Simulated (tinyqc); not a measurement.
Inside a calculation: donors on two lattice sites with valley-orbit split states. Values are carried at full precision from step to step, so a last printed digit may differ when a step is redone from the rounded ones.

Each donor binds at most one electron, in any of its states. For a site s, W_s = sum over its states of g exp(E/kT), and the ionised share is 1/(1 + W_s exp(eta)), eta = (EF - Ec)/kT; n = Nc F_1/2(eta); neutrality n + NA = ND x (mean ionised share, the two sites in equal numbers); holes are neglected. Nc from N = 2 (m kB T/(4 pi c))^(3/2) with c = hbar^2/2m0, in 1/angstrom^3; times 1e24 for 1/cm^3, m = md. F_j(eta) = (1/Gamma(j + 1)) integral_0^infinity x^j dx/(1 + exp(x - eta)), which tends to exp(eta) for eta << 0.

Constants: hbar^2/2m0 = 3.80998211 eV angstrom^2; kB = 8.617333262e-05 eV/K.

Parameters, chosen for this exercise (near those of nitrogen in 4H-SiC; not measured data):
- md = 0.82 m0 (density-of-states mass of the conduction band)
- E = (65.2, 57.7, 116, 68.7) meV (binding energies of h ground, h excited, k ground, k excited)
- g = (2, 4, 2, 4) (their degeneracies with spin)
- T = 300 K
- ND = 4.3e+17 1/cm^3 (donors, half on each site)
- NA = 0 1/cm^3 (compensating acceptors, all ionised)
- mu0 = 40 cm^2/(V s) (mobility at heavy doping)
- mu1 = 954 cm^2/(V s) (mobility at light doping and 300 K)
- Nr = 1.9e+17 1/cm^3 (reference doping)
- de = 0.61 (doping exponent)
- ga = 2.4 (temperature exponent)

## Partition sums of the neutral donor

Give each term g exp(E/kT), W_s, and the effective degeneracy W_s exp(-E_ground/kT).

Nc = 1.8633e+19 1/cm^3

terms: h ground 24.91, h excited 37.27, k ground 177.7, k excited 57.04

W_s: h 62.180, k 234.76

effective degeneracy: h 4.993, k 2.642

The ground state alone would give 2 and all states together 6 on each site; here the excited states hold 60 % and 24 % of the bound electrons on the h and k sites.

## Neutrality

Solve for eta.

eta = -4.566
n = 1.93e+17 1/cm^3

ionised share: h 0.607, k 0.291

n is 0.449 of ND - NA. The deeper k site is ionised 0.48 times as much as the h site.

## Mobility and resistivity

Mobility (Caughey-Thomas form): mu = mu0 + (mu1 (T/300)^(-ga) - mu0)/(1 + ((ND + NA)/Nr)^de); rho = 1/(e n mu), e = 1.602176634e-19 C.

Compare with full ionisation, n = ND - NA.

mu = 385.5 cm^2/(V s)
rho = 0.0839 ohm cm
rho at full ionisation = 0.0377 ohm cm

Incomplete ionisation raises rho by a factor 2.23.

## Checks

- n + NA against ND times the mean ionised share (1/cm^3): both 1.931e+17.

Computed by tinyqc, a small Python program: `OMP_NUM_THREADS=1 python tinyqc.py 1650489 1650490 out.jsonl` (the numbers bound the seed that draws the inputs); one thread of a shared host (Intel(R) Xeon(R) Processor @ 2.30GHz), about 0.02 s for the whole set of steps.
